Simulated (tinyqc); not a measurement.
Worked calculation: Jacobi rotations on a symmetric matrix. One step of it, computed by the program tinyqc.

Question. Jacobi rotation 1. Take the largest off-diagonal element A_pq; tan 2 theta = 2 A_pq / (A_qq - A_pp) with |theta| <= pi/4; A' = J^T A J with J_pp = J_qq = cos, J_pq = sin, J_qp = -sin.

A:
```
,1,2,3
1,0.501000,-0.401000,-0.347000
2,-0.401000,1.364000,0.247000
3,-0.347000,0.247000,1.712000
```

Give: p, q, theta; A'.

Answer.

p, q, theta (rad): 1.000  2.000  -0.374

A':
```
,1,2,3
1,0.343,0.000,-0.233
2,0.000,1.522,0.357
3,-0.233,0.357,1.712
```
